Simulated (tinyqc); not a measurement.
# Precursor delivery by bubblers, mass-transport growth and the solid composition of a III-V alloy, step by step

A worked calculation. Computed by tinyqc, a small Python program that keeps every step. Command: `OMP_NUM_THREADS=1 python tinyqc.py 3020637 3020638 out.jsonl movpe_thermo walk`. One thread of a shared host (Intel(R) Xeon(R) Processor @ 2.30GHz), about 0.02 s of CPU time with the checks. Intermediate numbers are printed to about 6 digits and carried at full precision; extremes and crossings named in words are read from the listed rows.

1 sccm = 44.615 micromol/min; 1 torr = 133.322 Pa. The sources decompose fully at the surface.

Inputs (values chosen for the exercise, modelled on triethylgallium (source 1) and trimethylindium (source 2) for the vapour pressures):
```
quantity                                                value      unit
bath temperature T1                                       297         K
bath temperature T2                                       297         K
bubbler pressure p_b                                      400      torr
carrier flow F1                                            38      sccm
carrier flow F2                                           300      sccm
total flow F_t                                            4.2       slm
group-V flow F_V                                          310      sccm
reactor pressure p                                         40      torr
growth temperature T                                     1040         K
diffusivity at 273 K and 760 torr                        0.38    cm^2/s
flow cross-section A                                       62      cm^2
distance from the leading edge z                          3.7        cm
lattice constant a                                       5.53  angstrom
interaction L0 of the solid                               9.2    kJ/mol
vapour fraction x_v of D among the group-V sources       0.88         -
exchange energy dG_x of AC + (1/2) D2 -> AD + (1/2) C2   -5.5    kJ/mol
```

Alloy: mixing on the group-V sites.

constants a, b of source 1 (log10 torr, K): 8.054  2162

constants a, b of source 2 (log10 torr, K): 10.54  3014

Constants: k_B = 1.380649e-23 J/K; R = 8.314462618 J/(mol K).

## Bubblers

log10 p_v = a - b/T_bath; molar flow = F x 44.615 x p_v/(p_b - p_v) for a saturated bubbler.

vapour pressure 1 = 5.95030 torr

molar flow 1 = 25.6007 micromol/min

vapour pressure 2 = 2.46520 torr

molar flow 2 = 83.0001 micromol/min

One kelvin of bath error changes flow 1 by 5.7 % and flow 2 by 7.9 %.

## Partial pressures in the reactor

p_i = p n_i/(44615 F_t), F_t in slm; p_V = p F_V/(1000 F_t), counted per molecule supplied; V/III = 44.615 F_V/(n1 + n2); vapour fraction of source 2 = n2/(n1 + n2).

p_1 = 0.00546490 torr

p_2 = 0.0177178 torr

p_V = 2.95238 torr

V/III ratio = 127.353

vapour fraction of source 2 = 0.764268

## Mass transport

Mean velocity u = (F_t/A)(760/p)(T/273); D = D0 (T/273)^1.75 (760/p); boundary layer delta = sqrt(pi D z/u); flux = D dp/(delta k_B T); growth rate = flux x a^3/4.

velocity u = 81.7204 cm/s

D = 74.9999 cm^2/s

boundary layer delta = 3.26619 cm

growth rate per torr of group III = 324.506 micrometre/(h torr)

Caution: the boundary layer is a quarter or more of the root of the cross-section, so it fills much of the channel and depletion along the flow matters.

## Solid composition

At high V/III the group-V pressures at the surface equal those supplied, as dimers: p_D2/p_C2 = x_v/(1 - x_v). Equilibrium of the solid AC(1-x)D(x), A standing for the mix of both group-III metals: ln[x/(1 - x)] + L0 (1 - 2x)/(R T) = -dG_x/(R T) + (1/2) ln[x_v/(1 - x_v)]. Growth rate = rate per torr x (p_1 + p_2). Sensitivity dx/dx_v = [1/(2 x_v (1 - x_v))]/[1/(x (1 - x)) - 2 L0/(R T)].

solid fraction x = 0.926952

distribution coefficient x/x_v = 1.05335

dx/dx_v = 0.374579

growth rate = 7.52292 micrometre/h

The solid is richer in D than the vapour. The growth rate is set by group III alone.

## Solid against vapour

At high V/III the group-V pressures at the surface equal those supplied, as dimers: p_D2/p_C2 = x_v/(1 - x_v). Equilibrium of the solid AC(1-x)D(x), A standing for the mix of both group-III metals: ln[x/(1 - x)] + L0 (1 - 2x)/(R T) = -dG_x/(R T) + (1/2) ln[x_v/(1 - x_v)].

Composition:
```
x_v          x  x for L0 = 0    x/x_v
0.02  0.104122      0.212511  5.20610
0.05  0.179840      0.302343  3.59680
0.10  0.284906      0.386380  2.84906
0.25  0.546058      0.521674  2.18423
0.50  0.770646      0.653861  1.54129
0.75  0.880208      0.765911  1.17361
0.90  0.934590      0.850009  1.03843
0.95  0.956001      0.891705  1.00632
0.98  0.973109      0.929692  0.99297
```

dG_x = -5.5 kJ/mol favours AD: at x_v = 1/2 the ideal solid has x = 0.654. The positive L0 pushes x away from 1/2, to 0.771, and steepens the curve near x = 1/2; at L0 = 2 R T = 17.3 kJ/mol the slope would diverge.

Checks made by the program: the sensitivity to the bath against a difference (relative difference below 1e-10).
